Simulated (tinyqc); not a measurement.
Global model of a low-pressure process discharge: electron temperature, density, ion flux and ion energy: one step, computed by the program tinyqc. Command: `OMP_NUM_THREADS=1 python tinyqc.py 3113690 3113691 out.jsonl plasma walk`. One thread of a shared host (Intel(R) Xeon(R) Processor @ 2.30GHz), about 0.01 s of CPU time with the checks.

Maxwellian electrons with temperature T_e in eV, one positive ion, no negative ions, uniform bulk density n; rate constants have the Arrhenius form.

Task: Biased electrode. All bias power goes to ions: V_b = P_b/(J pi r^2). Debye length at the sheath edge lambda_D = sqrt(eps_0 T_e/(e h_L n)); Child-law sheath s = (sqrt2/3) lambda_D (2 V/T_e)^(3/4), V = V_b + V_s; ion transit time tau_i = 3 s sqrt(M/(2 e V)); collisions in the sheath s/lambda_i.

Inputs (values chosen for the exercise, of the order of those of an inductive discharge in a simple atomic gas):

| quantity | value | unit |
|---|---|---|
| ion mass M | 35.5 | u |
| gas temperature T_g | 600 | K |
| bias power P_b | 19 | W |
| radius of the biased electrode | 15 | cm |
| bias frequency | 13.56 | MHz |

ion current density J = 7.408010 mA/cm^2

T_e = 2.823206 eV

h_L = 0.3911570

plasma density n = 4.267291e+11 1/cm^3

wall potential V_s = 13.04297 V

ion mean free path = 2.535627 cm

Constants: eps_0 = 8.8541878128e-12 F/m; e = 1.602176634e-19 C; u = 1.6605390666e-27 kg.

Give: bias voltage V_b; lambda_D; sheath width s; ion transit time; transit time over bias period; s/lambda_i.

Result:

bias voltage V_b = 3.6284 V

lambda_D = 30.573 micrometre

sheath width s = 0.091818 mm

ion transit time = 28.935 ns

transit time over bias period = 0.39237

s/lambda_i = 0.0036211

The sheath is nearly free of collisions.
